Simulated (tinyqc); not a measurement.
Inside a calculation. Model: short-channel transistor, virtual-source model with series resistance.

Program tinyqc, `OMP_NUM_THREADS=1 python tinyqc.py 2380008 2380009 out.jsonl`; Intel Xeon 2.30GHz, shared host, one thread, about 0.01 s. Printed values are rounded.

The current per gate width is the charge at the top of the source barrier (the virtual source) times its velocity times a saturation function; al and be are fitting constants of the model. Units: I in uA/um, Rs in ohm um, so I Rs = 1e-6 I Rs in volts; Q in uC/cm^2, so I = 1e-4 Q vx0 Fsat with vx0 in cm/s.

Parameters, values chosen for the exercise: temperature T = 273 K; inversion capacitance Cinv = 1.37 uF/cm^2; velocity at the virtual source vx0 = 1.69e7 cm/s; apparent mobility mu = 180 cm^2/(V s); channel length L = 16 nm; threshold at zero drain voltage VT0 = 0.31 V; drain-induced barrier lowering dl = 0.036 V/V; subthreshold factor n0 = 1.56; growth of n with drain voltage nd = 0.2 1/V; threshold shift (in units of Vt) from weak to strong inversion al = 3.5; sharpness of saturation be = 1.6; series resistance of each contact Rs = 30 ohm um; gate voltage Vgs = 0.5 V; drain voltage Vds = 0.5 V.

Constants: q = 1.602176634e-19 C, kB = 1.380649e-23 J/K, Vt = kB T/q. Results are converted to the units shown.

## Iteration 1: current through the series resistance

I at the start = 0 uA/um

Intrinsic voltages Vg' = Vgs - I Rs, Vd' = Vds - 2 I Rs. n = n0 + nd Vd', VT = VT0 - dl Vd', Ff = 1/(1 + exp((Vg' - VT + al Vt/2)/(al Vt))), Q = Cinv n Vt ln(1 + exp((Vg' - VT + al Vt Ff)/(n Vt))), Vdsat = (vx0 L/mu)(1 - Ff) + Vt Ff, Fsat = u/(1 + u^be)^(1/be) with u = Vd'/Vdsat, and I(out) = Q vx0 Fsat per width. (Fsat takes the sign of u.) Newton step: I(new) = I + (I(out) - I)/(1 - s), s = dI(out)/dI by a central difference with +/- 0.001 uA/um.

Vg' = 0.5 V
Vd' = 0.5 V
VT = 0.292 V
Ff = 0.0462582
Q = 0.290414 uC/cm^2
Vdsat = 0.144361 V
Fsat = 0.922882
I(out) = 452.949 uA/um
s = -0.0711391
I after iteration 1 = 422.867 uA/um

## Iteration 2: current through the series resistance

As before.

Vg' = 0.487314 V
Vd' = 0.474628 V
VT = 0.292913 V
Ff = 0.0541160
Q = 0.272755 uC/cm^2
Vdsat = 0.143366 V
Fsat = 0.917712
I(out) = 423.025 uA/um
s = -0.0703728
I after iteration 2 = 423.014 uA/um

## Course of the iteration: current through the series resistance

Stop when I changes by less than 1e-7 uA/um, or after 80 iterations.

Course of the iteration:
```
iteration  I (uA/um)  |change| (uA/um)
1            422.867               423
2            423.014             0.147
3            423.014           1.99e-8
```

Converged in 3 iterations. The change falls from 420 in the first iteration to below the tolerance in the last.

## What the series resistance costs

converged I = 423.014 uA/um
I0 = 452.949 uA/um

Intrinsic voltages Vg' = Vgs - I Rs, Vd' = Vds - 2 I Rs. n = n0 + nd Vd', VT = VT0 - dl Vd', Ff = 1/(1 + exp((Vg' - VT + al Vt/2)/(al Vt))), Q = Cinv n Vt ln(1 + exp((Vg' - VT + al Vt Ff)/(n Vt))), Vdsat = (vx0 L/mu)(1 - Ff) + Vt Ff, Fsat = u/(1 + u^be)^(1/be) with u = Vd'/Vdsat, and I = Q vx0 Fsat per width. I0 is the current for Rs = 0. Effective velocity I/Q; transit time L Q/I.

loss against I0 = 6.60889 %
effective velocity = 1.55093e7 cm/s
transit time = 0.103164 ps

The carriers leave the virtual source at 91.8 % of vx0: the device is in saturation.
